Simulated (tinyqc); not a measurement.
Worked calculation: ellipsoidal valleys in the axes of a wafer and a channel. Values are carried at full precision from step to step, so a last printed digit may differ when a step is redone from the rounded ones.

Valleys with axes a along x, y and z, two valleys each; inverse mass tensor w = 1/mt + (1/ml - 1/mt) a a. Device axes: z = nz/|nz|, x = nx/|nx|, y = z cross x; in them a = (ax, ay, az). Confinement mass mz = 1/w_zz. In the plane w_ij is replaced by u_ij = w_ij - w_iz w_jz/w_zz (i, j = x, y); density-of-states mass md = 1/sqrt(det u); conductivity mass along x mc = 1/u_xx; ballistic transport mass mx = u_yy/det u, width mass my = 1/u_yy.

Constants: hbar^2/2m0 = 3.80998211 eV angstrom^2; kB = 8.617333262e-05 eV/K.

Parameters, chosen for this exercise (near those of the Delta valleys of Si; shifted at random, so the results belong to these values and not to a real crystal):
- ml = 0.919 m0 (longitudinal mass)
- mt = 0.184 m0 (transverse mass)
- nz = (1, 1, 3) (surface normal (confinement))
- nx = (1, -1, 0) (channel direction)
- t = 5.1 nm (thickness of the film)
- T = 77 K (temperature)

## Device axes and valley axes

Give the rows x, y, z in cubic components and each valley axis in device components.

device axes, rows x, y, z; columns [100], [010], [001]:
```
[[0.7071, -0.7071, 0.0000],
 [0.6396, 0.6396, -0.4264],
 [0.3015, 0.3015, 0.9045]]
```

valley axes, rows x, y, z; columns ax, ay, az:
```
[[0.7071, 0.6396, 0.3015],
 [-0.7071, 0.6396, 0.3015],
 [0.0000, -0.4264, 0.9045]]
```

## Tensors of the valley y

Form w and the reduced tensor u.

w (1/m0), rows x, y, z and columns alike:
```
[[3.2615, 1.9658, 0.9267],
 [1.9658, 3.6566, -0.8382],
 [0.9267, -0.8382, 5.0396]]
```

u (1/m0), rows x, y and columns alike:
```
[[3.0911, 2.1200],
 [2.1200, 3.5172]]
```

The axis is tilted against the normal, so w_xz or w_yz is not zero and the reduction changes the masses in the plane.

## Masses of all valleys

Give mz, md, mc, mx and my.

Masses (m0):
```
valley      mz      md      mc      mx      my
x       0.1984  0.3960  0.3235  0.5515  0.2843
y       0.1984  0.3960  0.3235  0.5515  0.2843
z       0.5324  0.2418  0.1840  0.1840  0.3176
```

mz md^2 = ml mt^2 = 0.03111 for every valley, so a heavy confinement mass comes with a small density of states. The heaviest mz is 0.532, for z.

## Subbands and shares in a film

Hard walls: E_n = c (n pi/t)^2/mz, c = hbar^2/2m0, n = 1, 2, 3. Non-degenerate share of a valley proportional to md sum_n exp(-E_n/kT); mean 1/mc = sum of share/mc. 1 nm = 10 angstrom.

Give the ladders, the shares and the mean conductivity mass.

Subbands:
```
valley  E1 (meV)  E2 (meV)  E3 (meV)  share
x           72.9     291.4     655.7  0.002
y           72.9     291.4     655.7  0.002
z           27.2     108.6     244.4  0.997
```

mean mc = 0.1843 m0

The lowest ladder (z) holds 100 % of the electrons in these valleys, the next starts 46 meV higher.

## Checks

- mz md^2 against ml mt^2: they agree to 1e-10 or better.
- mx my against md^2: they agree to 1e-10 or better.

tinyqc: `OMP_NUM_THREADS=1 python tinyqc.py 1880777 1880778 out.jsonl`; about 0.01 s, one thread, shared Intel(R) Xeon(R) Processor @ 2.30GHz.
